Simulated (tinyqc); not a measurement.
Thermionic-field emission through a Schottky barrier, WKB: two steps of the calculation.

Metal on an n-type semiconductor with one parabolic valley; V > 0 is forward bias (metal positive). Energies E are counted from the conduction edge of the neutral semiconductor, whose Fermi level lies at -xi; that of the metal lies at -xi - V. The barrier is a parabola of height Vd = phi - xi - V (depletion approximation, no image force).

Inputs (values chosen for the exercise); band and dielectric values close to those of gallium arsenide:
```
symbol,value,unit,meaning
T,400,K,temperature
me,0.0662,m0,electron mass
eps_r,13.1,,relative permittivity
phi,0.88,eV,barrier height seen from the metal
Nd,2.2e18,cm^-3,donor density
V,0.22,V,bias
nE,11,,points of the energy grid
Eb,0.94,eV,upper end of the energy grid
```

Constants: q = 1.602176634e-19 C, kB = 1.380649e-23 J/K, hbar = 1.054571817e-34 J s, h = 6.62607015e-34 J s, m0 = 9.1093837015e-31 kg, Vt = kB T/q, eps0 = 8.8541878128e-14 F/cm where lengths are in cm. Results are converted to the units shown.

Question 1. Fermi level, barrier and E00. Nc = 2 (2 pi me m0 kB T/h^2)^1.5 (times 1e-6 for cm^-3); Nd = Nc F12(-xi/Vt), F12(x) = (2/sqrt(pi)) int_0^infinity sqrt(u)/(1 + exp(u - x)) du; E00 = (hbar/2) sqrt(Nd/(me m0 eps0 eps_r)) in SI units (volts). W = sqrt(2 eps0 eps_r Vd/(q Nd)).

Find: Nc; xi; Vd; W; E00; E00/Vt.

Answer 1.

Nc = 6.5806e17 cm^-3
xi = -0.080610 eV
Vd = 0.74061 V
W = 22.078 nm
E00 = 29.572 meV
E00/Vt = 0.85791

By a common rule of thumb, E00/Vt below 0.5 marks thermionic emission, 0.5 to 5 thermionic-field emission and above 5 field emission. By that rule alone: thermionic-field emission; with a high barrier, tunnelling near its top can carry most of the current even below 0.5.

Question 2. Current density on a coarse grid. For E < Vd, ln T(E) = -(Vd/E00) [sqrt(1 - y) - y ln((1 + sqrt(1 - y))/sqrt(y))], y = E/Vd; T(E) = 1 above. J = A* T (q/kB) int_0^infinity T(E) N(E) dE, N = ln[(1 + exp((-xi - E)/Vt))/(1 + exp((-xi - V - E)/Vt))], A* = 4 pi q me m0 kB^2/h^3 (times 1e-4 for A/(cm^2 K^2)). Simpson's rule on nE equally spaced points from 0 to Eb.

xi = -0.080610028 eV
Vd = 0.74061003 V
E00 = 29.571544 meV

Give: E; T(E); N; T(E) N; J.

Answer 2.

```
point   E (eV)        T(E)           N      T(E) N
0      0.00000  1.3281e-11      2.4133  3.2051e-11
1      0.09400   1.4878e-8     0.51652   7.6848e-9
2      0.18800   1.6459e-6    0.043325   7.1306e-8
3      0.28200   6.9902e-5   0.0028922   2.0217e-7
4      0.37600   0.0014979   1.8944e-4   2.8376e-7
5      0.47000    0.018122   1.2393e-5   2.2458e-7
6      0.56400     0.12899   8.1062e-7   1.0457e-7
7      0.65800     0.52910   5.3024e-8   2.8055e-8
8      0.75200      1.0000   3.4684e-9   3.4684e-9
9      0.84600      1.0000  2.2687e-10  2.2687e-10
10     0.94000      1.0000  1.4840e-11  1.4840e-11
```

J = 3.2133 A/cm^2

The integrand peaks at E = 0.376 eV among these points, 0.51 of the barrier height.

Range of the model: The depletion approximation, a parabolic band and the neglect of image-force lowering make these currents estimates at high doping.

Program tinyqc, `OMP_NUM_THREADS=1 python tinyqc.py 2640138 2640139 out.jsonl`; Intel Xeon 2.30GHz, shared host, one thread, about 0.03 s.
